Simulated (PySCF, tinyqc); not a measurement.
CISD on RHF in the sto-3g basis, for H3+, spin multiplicity 1, step by step. The lowest restricted solution is unstable here: a spin-polarised one lies 0.0333 hartree lower (PySCF). Computed by tinyqc, a small Python program that keeps every step (integrals from PySCF). Settings: charge = 1, multiplicity = 1, basis = sto-3g, method = RHF, energy threshold = 1e-10, iteration cap = 82, orthogonalisation = canonical, start = core, DIIS depth = 6, ci = CISD, davidson = 1. Command: `OMP_NUM_THREADS=1 python tinyqc.py 30030 30031 out.jsonl` (the two numbers bound the seeds that draw the settings). One thread of a shared host (Intel(R) Xeon(R) Processor @ 2.60GHz), about 0.1 s of CPU time with the checks. The early iterations of the SCF are left out here.

## One-electron integrals

Geometry (angstrom):
```
atom       x       y        z
H     0.0000  0.0000   0.0000
H     0.0000  0.0000   1.4650
H     0.0000  0.0000  -1.4650
```

Basis sto-3g: exponents (1/bohr^2) and contraction coefficients of normalised primitives:
```
element  l (shell)  exponent  coefficient
H            s (1)    3.4253       0.1543
H            s (1)    0.6239       0.5353
H            s (1)    0.1689       0.4446
```

Overlap, kinetic and nuclear-attraction integrals over the contracted functions; the nuclear repulsion is the sum of Za Zb / Rab.

nuclear repulsion = 0.903033 hartree

overlap S, lower triangle:
```
        1H 1s   2H 1s   3H 1s
1H 1s  1.0000
2H 1s  0.2699  1.0000
3H 1s  0.2699  0.0211  1.0000
```

kinetic energy T (hartree), lower triangle:
```
        1H 1s    2H 1s   3H 1s
1H 1s  0.7600
2H 1s  0.0128   0.7600
3H 1s  0.0128  -0.0072  0.7600
```

nuclear attraction V (hartree), lower triangle:
```
         1H 1s    2H 1s    3H 1s
1H 1s  -1.9456
2H 1s  -0.4211  -1.7667
3H 1s  -0.4211  -0.0303  -1.7667
```

core Hamiltonian H = T + V (hartree), lower triangle:
```
         1H 1s    2H 1s    3H 1s
1H 1s  -1.1856
2H 1s  -0.4083  -1.0067
3H 1s  -0.4083  -0.0376  -1.0067
```

## Two-electron integrals

Functions are numbered as in S; the eight-fold symmetry (ij|kl) = (ji|kl) = (kl|ij) leaves the list below.

Two-electron integrals (ij|kl) in chemists' order, unique and non-zero (hartree):
```
(11|11) 0.7746     (21|11) 0.1462     (21|21) 0.0417     (22|11) 0.3532
(22|21) 0.1462     (22|22) 0.7746     (31|11) 0.1462     (31|21) 0.0263
(31|22) 0.0662     (31|31) 0.0417     (32|11) 0.0116     (32|21) 0.0026
(32|22) 0.0077     (32|31) 0.0026     (32|32) 2.07e-04   (33|11) 0.3532
(33|21) 0.0662     (33|22) 0.1806     (33|31) 0.1462     (33|32) 0.0077
(33|33) 0.7746
```

## Orthogonalisation

S = U s U^T; canonical form X = U s^(-1/2), so that X^T S X = 1. Each column of U has its largest component positive (the first on a tie).

eigenvalues of S: 0.6287  0.9789  1.3924

X:
```
             1        2       3
1H 1s   0.9040   0.0000  0.5909
2H 1s  -0.6218   0.7147  0.4296
3H 1s  -0.6218  -0.7147  0.4296
```

## Iteration 8 (converged): orbitals

converged F (hartree), lower triangle:
```
         1H 1s    2H 1s    3H 1s
1H 1s  -0.5195
2H 1s  -0.3569  -0.4196
3H 1s  -0.3569  -0.0967  -0.4196
```

Diagonalise F' = X^T F X, C = X C', fill 1 alpha and 1 beta electrons from the bottom; D = 2 C_occ C_occ^T. Each column has its largest component positive (the first on a tie).

F' = X^T F X (hartree), lower triangle:
```
         1        2        3
1  -0.0213
2   0.0000  -0.3299
3  -0.0166   0.0000  -0.7343
```

orbital energies (hartree): MO1 -0.7347, MO2 -0.3299, MO3 -0.0209

coefficients C:
```
          MO1      MO2      MO3
1H 1s  0.6118   0.0000   0.8900
2H 1s  0.4150   0.7147  -0.6316
3H 1s  0.4150  -0.7147  -0.6316
```

D after iteration 8, lower triangle:
```
        1H 1s   2H 1s   3H 1s
1H 1s  0.7485
2H 1s  0.5077  0.3444
3H 1s  0.5077  0.3444  0.3444
```

## Convergence

Stop when the energy changes by less than 1e-10 hartree and every element of the error matrix X^T (F D S - S D F) X is below 3e-06.

Course of the cycle:
```
iteration  E (hartree)     change  largest element of the error matrix
1            -0.987560          -                             2.75e-01
2            -1.049476  -6.19e-02                             1.22e-02
3            -1.049586  -1.09e-04                             4.10e-05
4            -1.049586  -9.48e-10                             1.95e-05
5            -1.049586  -1.58e-10                             1.28e-05
6            -1.049586  -5.32e-11                             9.50e-06
7            -1.049586  -2.41e-11                             7.56e-06
8            -1.049586  -4.17e-11                             1.17e-09
```

PySCF RHF in the same basis = -1.049586 hartree

Converged in 8 iterations.

## Integrals over molecular orbitals

(pq|rs) = sum C_ip C_jq C_kr C_ls (ij|kl), one index at a time.

one-electron integrals over orbitals h = C^T H C (hartree), lower triangle:
```
         1        2        3
1  -1.2180
2   0.0000  -0.9901
3  -0.0842   0.0000  -0.8543
```

Two-electron integrals over orbitals (pq|rs), unique and non-zero (hartree):
```
(11|11) 0.4833    (21|21) 0.1518    (22|11) 0.4060    (22|22) 0.4825
(31|11) 0.0842    (31|22) -0.0692   (31|31) 0.1555    (32|21) -0.1519
(32|32) 0.1626    (33|11) 0.4944    (33|22) 0.4277    (33|31) 0.0798
(33|33) 0.5219
```

## CISD: determinants and Hamiltonian

Hartree-Fock energy = -1.049586 hartree

Slater-Condon rules over spin orbitals, with the nuclear repulsion added and E(HF) subtracted on the diagonal.

Occupation strings over the orbitals (2 doubly, a alpha, b beta, 0 empty; spin orbitals ordered 1a 1b 2a 2b ...): 200 ab0 a0b ba0 b0a 020 0ab 0ba 002

H - E(HF) between determinants (hartree), lower triangle:
```
        200      ab0      a0b      ba0     b0a     020      0ab     0ba
200  0.0000
ab0  0.0000   0.1506
a0b  0.0000   0.0000   0.3748
ba0  0.0000  -0.1518   0.0000   0.1506
b0a  0.0000   0.0000  -0.1555   0.0000  0.3748
020  0.1518   0.0000  -0.1519   0.0000  0.1519  0.4550
0ab  0.0000  -0.1519   0.0000   0.1535  0.0000  0.0000   0.5360
0ba  0.0000   0.1535   0.0000  -0.1519  0.0000  0.0000  -0.1626  0.5360
002  0.1555   0.0000  -0.0044   0.0000  0.0044  0.1626   0.0000  0.0000

        002
002  0.7659
```

## CISD: roots

Diagonalise (each vector has its largest component positive (the first on a tie)); all determinants have Ms = 0, so triplets appear too. The lowest singlet root is the correlation energy.

lowest roots of this matrix, relative to E(HF) (hartree): -0.0651  -0.0013  0.1365  0.2193  0.2651  0.3733  0.6397  0.8645

lowest vectors:
```
      root 1   root 2   root 3  root 4
200   0.9465   0.0000   0.0000  0.0000
ab0   0.0000   0.7071   0.6213  0.0000
a0b  -0.0724   0.0000   0.0000  0.7071
ba0   0.0000   0.7071  -0.6213  0.0000
b0a   0.0724   0.0000   0.0000  0.7071
020  -0.2801   0.0000   0.0000  0.0000
0ab   0.0000  -0.0029   0.3376  0.0000
0ba   0.0000  -0.0029  -0.3376  0.0000
002  -0.1230   0.0000   0.0000  0.0000
```

<S^2> of these roots: 0.0000  2.0000  0.0000  2.0000  0.0000  2.0000  0.0000  0.0000

weight of the ground state by excitation level 0, 1, 2, ...: 0.8959  0.0105  0.0936

The reference has a weight of only 0.90: one determinant is a poor start here. A root of higher spin lies below E(HF).

## The lowest root by the Davidson method

Start from the reference; add the residual divided by (theta - H_ii), orthogonalised, at each step.

Davidson iterations:
```
iteration  subspace  lowest Ritz value (hartree)  residual norm
1                 1                            0       2.17e-01
2                 2                    -0.059647       5.13e-02
3                 3                    -0.064581       1.72e-02
4                 4                    -0.065144       8.13e-16
```
